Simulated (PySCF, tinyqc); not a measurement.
Worked calculation: CIS and TDHF on RHF in the sto-6g basis, for BeH+, spin multiplicity 1. The lowest restricted solution is unstable here: a spin-polarised one lies 0.0247 hartree lower (PySCF). One step of it, computed by the program tinyqc.

Problem. CIS matrix, triplets. A(ia,jb) = (e_a - e_i) d_ij d_ab - (ij|ab).

orbital energies (hartree): MO1 -5.043329, MO2 -0.616602, MO3 -0.249948, MO4 -0.118034, MO5 -0.118034, MO6 0.032893

Two-electron integrals over orbitals (pq|rs), unique and non-zero (hartree):
```
(11|11) 2.284708    (21|11) -0.180673   (21|21) 0.023953    (22|11) 0.448037
(22|21) -0.002553   (22|22) 0.428033    (31|11) -0.173949   (31|21) 0.019926
(31|22) -0.012401   (31|31) 0.026270    (32|11) 0.101941    (32|21) -0.006102
(32|22) -0.060532   (32|31) 0.000661    (32|32) 0.081038    (33|11) 0.502804
(33|21) -0.009861   (33|22) 0.334094    (33|31) 0.001027    (33|32) 0.023607
(33|33) 0.404433    (41|41) 0.015872    (42|41) 0.014539    (42|42) 0.047541
(43|41) 0.013569    (43|42) 0.036607    (43|43) 0.046122    (44|11) 0.570111
(44|21) -0.005873   (44|22) 0.342477    (44|31) -0.005669   (44|32) 0.053593
(44|33) 0.368458    (44|44) 0.450117    (51|51) 0.015872    (52|51) 0.014539
(52|52) 0.047541    (53|51) 0.013569    (53|52) 0.036607    (53|53) 0.046122
(54|54) 0.024258    (55|11) 0.570111    (55|21) -0.005873   (55|22) 0.342477
(55|31) -0.005669   (55|32) 0.053593    (55|33) 0.368458    (55|44) 0.401601
(55|55) 0.450117    (61|11) -0.071193   (61|21) 0.012576    (61|22) 0.007939
(61|31) 0.001428    (61|32) -0.008096   (61|33) -0.013251   (61|44) -0.001755
(61|55) -0.001755   (61|61) 0.015039    (62|11) 0.133063    (62|21) -0.000881
(62|22) -0.006572   (62|31) -0.008753   (62|32) 0.060126    (62|33) -0.007394
(62|44) 0.070439    (62|55) 0.070439    (62|61) 0.006883    (62|62) 0.111633
(63|11) -0.088413   (63|21) 0.003136    (63|22) 0.056628    (63|31) -0.005040
(63|32) -0.078580   (63|33) -0.038196   (63|44) -0.046500   (63|55) -0.046500
(63|61) 0.008500    (63|62) -0.062503   (63|63) 0.095336    (64|41) 0.005847
(64|42) 0.022371    (64|43) 0.004515    (64|64) 0.021092    (65|51) 0.005847
(65|52) 0.022371    (65|53) 0.004515    (65|65) 0.021092    (66|11) 0.479877
(66|21) -0.002466   (66|22) 0.433588    (66|31) -0.010711   (66|32) -0.061233
(66|33) 0.364110    (66|44) 0.348741    (66|55) 0.348741    (66|61) 0.006687
(66|62) -0.023253   (66|63) 0.053293    (66|66) 0.463892
```

Give: CIS matrix A, triplet.

Solution.

CIS matrix A, triplet (hartree), order 1>3, 1>4, 1>5, 1>6, 2>3, 2>4, 2>5, 2>6:
$$\begin{pmatrix}
4.2906 & 0.0000 & 0.0000 & 0.0884 & 0.0099 & 0.0000 & 0.0000 & -0.0031 \\
0.0000 & 4.3552 & 0.0000 & 0.0000 & 0.0000 & 0.0059 & 0.0000 & 0.0000 \\
0.0000 & 0.0000 & 4.3552 & 0.0000 & 0.0000 & 0.0000 & 0.0059 & 0.0000 \\
0.0884 & 0.0000 & 0.0000 & 4.5963 & -0.0031 & 0.0000 & 0.0000 & 0.0025 \\
0.0099 & 0.0000 & 0.0000 & -0.0031 & 0.0326 & 0.0000 & 0.0000 & -0.0566 \\
0.0000 & 0.0059 & 0.0000 & 0.0000 & 0.0000 & 0.1561 & 0.0000 & 0.0000 \\
0.0000 & 0.0000 & 0.0059 & 0.0000 & 0.0000 & 0.0000 & 0.1561 & 0.0000 \\
-0.0031 & 0.0000 & 0.0000 & 0.0025 & -0.0566 & 0.0000 & 0.0000 & 0.2159
\end{pmatrix}$$
